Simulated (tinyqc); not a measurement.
Inside a calculation. Method: tight binding, honeycomb lattice. Computed by tinyqc, a small Python program that keeps every step. Settings: t1 = 2.54, t2 = 0.12, phi = -2.73, delta = 0, points = 6. Command: `OMP_NUM_THREADS=1 python tinyqc.py 25168 25169 out.jsonl` (the two numbers bound the seeds that draw the settings). One thread of a shared host (Intel(R) Xeon(R) Processor @ 2.60GHz), about 0.01 s of CPU time with the checks.

## Bloch Hamiltonian at k

Parameters chosen for this model:
```
parameter      value                        unit
t1          2.540000                 eV, nearest
t2          0.120000       eV, second neighbours
phi        -2.730000  rad, phase of t2 (Haldane)
delta              0          eV, +/- on A and B
```

k point k (fractions of the reciprocal vectors): [0.410000, 0.090000]

H_AB = -t1 (1 + exp(-i k.a1) + exp(-i k.a2)); H_AA = delta - 2 t2 sum cos(k.b + phi), H_BB = -delta - 2 t2 sum cos(k.b - phi), b = a1, a2 - a1, -a2.

H(k) at k (eV), order A, B:
$$\begin{pmatrix}
-0.006774 & -2.540000+2.722000i \\
-2.540000-2.722000i & -0.180531
\end{pmatrix}$$

## Levels at k

Diagonalise the Hermitian matrix.

eigenvalues (eV): [-3.817687, 3.630382]

weights |c|^2 of the basis functions, order A, B:
$$\begin{pmatrix}
0.488335 & 0.511665 \\
0.511665 & 0.488335
\end{pmatrix}$$

## Bloch Hamiltonian at K

k point K (fractions of the reciprocal vectors): [0.333333, 0.666667]

As before.

H(k) at K (eV), order A, B:
$$\begin{pmatrix}
-0.579393 & 0.000000 \\
0.000000 & -0.080476
\end{pmatrix}$$

## Levels at K

As before.

eigenvalues (eV): [-0.579393, -0.080476]

weights |c|^2 of the basis functions, order A, B:
$$\begin{pmatrix}
1.000000 & 0.000000 \\
0.000000 & 1.000000
\end{pmatrix}$$

## Bands along a path

The same steps at evenly spaced points between the labelled ones.

Bands along the path (eV):
```
k             band 1     band 2
G          -6.960131   8.279869
G-K 0.25   -6.448467   7.430375
G-K 0.50   -4.970702   5.190659
G-K 0.75   -2.767205   2.327293
K          -0.579393  -0.080476
K-M 0.25   -1.388401   0.766271
K-M 0.50   -2.139019   1.597024
K-M 0.75   -2.603354   2.134484
M          -2.759956   2.320044
M-K' 0.25  -2.603354   2.134484
M-K' 0.50  -2.139019   1.597024
M-K' 0.75  -1.388401   0.766271
K'         -0.579393  -0.080476
```

With 1 band(s) filled, the highest filled level on these points lies at K and the lowest empty one at K: a gap of 0.4989 eV, direct.

## Chern number of the lower band

On a 6 x 6 mesh, the phase of the product of overlaps around each plaquette (k1 then k2); the sum over 2 pi is an integer.

plaquette phases (rad):
$$\begin{pmatrix}
0.000000 & 0.000816 & 0.016686 & 0.027587 & -0.007385 & -0.002755 \\
0.000816 & 0.007140 & 0.026748 & 0.971791 & 0.000000 & -0.007385 \\
0.016686 & 0.026748 & 0.055282 & 1.009441 & 0.971791 & 0.027587 \\
0.027587 & 0.971791 & 1.009441 & 0.055282 & 0.026748 & 0.016686 \\
-0.007385 & 0.000000 & 0.971791 & 0.026748 & 0.007140 & 0.000816 \\
-0.002755 & -0.007385 & 0.027587 & 0.016686 & 0.000816 & 0.000000
\end{pmatrix}$$

Chern number = 1.000000
